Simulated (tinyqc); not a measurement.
Ion-assisted plasma etching: sheath, surface coverage, synergy and aspect-ratio dependence: one step, computed by the program tinyqc.

Radicals adsorb on bare sites; ions remove covered sites with a high yield and bare sites by sputtering; a slow spontaneous reaction acts everywhere, walls included.

Task: Sheath and ion angles. Debye length lambda_D = sqrt(eps_0 T_e/(e n_s)) with n_s = 0.61 n_e, T_e in volts; Child-law sheath d = (sqrt2/3) lambda_D (2 V/T_e)^(3/4); ion energy E = V + T_e/2; angular spread = arctan(sqrt(T_i/E)).

Inputs (values chosen for the exercise, close to those used for silicon in a halogen plasma):

| quantity | value | unit |
|---|---|---|
| plasma density n_e | 1.1e+10 | 1/cm^3 |
| electron temperature T_e | 2.6 | eV |
| sheath voltage V | 94 | V |
| ion temperature T_i | 0.5 | eV |

Feature: long trench.

Constants: eps_0 = 8.8541878128e-12 F/m; e = 1.602176634e-19 C.

Give: Debye length; sheath thickness; ion energy E; angular spread.

Result:

Debye length = 146.33 um

sheath thickness = 1710.5 um

ion energy E = 95.3 eV

angular spread = 4.1429 degrees
